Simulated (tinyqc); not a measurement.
From one set of inputs to another, one input at a time: kinetics of strain relaxation and threading dislocations in mismatched semiconductor layers. Computed by tinyqc, a small Python program. Command: `OMP_NUM_THREADS=1 python tinyqc.py 3011710 3011711 out.jsonl threading ladder`. One thread of a shared host (Intel(R) Xeon(R) Processor @ 2.30GHz), about 0.02 s of CPU time with the checks.

60-degree dislocations on {111} planes of a (001) layer, isotropic elasticity. The Schmid factor is 1/sqrt(6), and a misfit segment relieves strain with b/2.

The inputs printed are set A. Set A is modelled on Si(0.7)Ge(0.3) on Si; the values taken over come from a set modelled on Ge on Si. Inputs not listed in the table keep their values of set A, so the rows need not describe a real material.

Inputs (values chosen for the exercise, modelled on Si(0.7)Ge(0.3) on Si):
```
quantity                                     value         unit
misfit f                                    0.0124            -
shear modulus G                               61.5          GPa
Poisson ratio nu                              0.27            -
Burgers vector b                              3.89     angstrom
glide activation energy Q                     1.92           eV
velocity prefactor v0                        23000  m/s per MPa
layer thickness h                               32           nm
anneal temperature T                           867            K
anneal time t                                   78            s
initial thread density rho_0                130000       1/cm^2
multiplication constant delta                 3500          1/m
reaction radius r_A                             71           nm
final thickness of a thick uniform layer H     7.3   micrometre
aspect ratio of a trench                       1.3            -
```

Sources: multiplication.

Constants: k_B = 8.617333262e-05 eV/K.

Method:
- Excess resolved stress tau = (1/sqrt 6) [2 G (1 + nu)/(1 - nu)] (e - e_eq), e_eq = b (1 - nu/4) [ln(h/b) + 1]/(4 pi (1 + nu) h), the Matthews-Blakeslee strain of an uncapped layer; glide velocity v = v0 tau exp(-Q/(k_B T)), tau in MPa.
- Threads run in two directions, so de/dt = -(b/4) rho v, and they multiply as d rho/dt = delta rho v. With x = e - e_eq, x0 = f - e_eq (fully strained at t = 0) and v = m S x (m the mobility, S x = tau): rho = rho_0 + (4 delta/b)(x0 - x), so dx/dt = -k x (a - x), k = delta m S, a = x0 + b rho_0/(4 delta): a logistic law, x = a/[1 + (a/x0 - 1) exp(k a t)].
- The half time is that at which x = x0/2.
- A separate case, a thick relaxed layer. Pair reactions during growth: d rho/dh = -K rho^2 with K = 2 r_A tan(psi) and threads inclined by psi = 45 degrees (the <110> lines of {111} planes), so rho = 1/(K H) for a layer that starts with far more threads than that, as highly mismatched layers do. In a trench along [110] a thread on {111} rises at 54.74 degrees across the width, and leaves through the wall below the height w tan(54.74 degrees) = sqrt(2) w; the share of threads, evenly spread over the floor, that reach the top is max(0, 1 - a/sqrt 2) for the aspect ratio a.

Each row keeps all changes above it:
```
input moved                                                from        to  half time (s)  strain left e  thread density at H (1/cm^2)
set A                                                         -         -          13.12       0.003843                     9.647e+07
final thickness of a thick uniform layer H (micrometre)     7.3      0.69          13.12       0.003843                     1.021e+09
velocity prefactor v0 (m/s per MPa)                       23000     32000           9.43       0.003843                     1.021e+09
misfit f                                                 0.0124     0.041           2.76       0.003843                     1.021e+09
initial thread density rho_0 (1/cm^2)                    130000  42000000           0.50       0.003843                     1.021e+09
multiplication constant delta (1/m)                        3500     54000           0.10       0.003843                     1.021e+09
shear modulus G (GPa)                                      61.5        56           0.11       0.003843                     1.021e+09
reaction radius r_A (nm)                                     71        56           0.11       0.003843                     1.294e+09
```

Half time goes from 13.1 to 0.109, a factor 0.00833 in all. The largest single move comes from initial thread density rho_0 (a factor 0.181). Thread density at H goes from 9.65e7 to 1.29e9, a factor 13.4 in all. The largest single move comes from final thickness of a thick uniform layer H (a factor 10.6). The single moves hold for this order of the switches; the total does not depend on the order.

Caution (all rows): blocking of threads by crossing misfit lines, left out here, leaves real layers with more strain. Caution (rows set A, final thickness of a thick uniform layer H, velocity prefactor v0): at this small misfit a layer may start with fewer threads than 1/(K H), which is then only an upper bound. Caution (rows misfit f, initial thread density rho_0, multiplication constant delta, shear modulus G, reaction radius r_A): at stresses above about 1 GPa the linear velocity law understates glide, as stress lowers the kink barrier. Caution (rows misfit f, initial thread density rho_0, multiplication constant delta, shear modulus G, reaction radius r_A): at such misfit the layer islands and relaxes during the first nanometres, so a uniform strained start is an idealisation.

Extremes, crossings and ranges named in words are read from the listed rows.
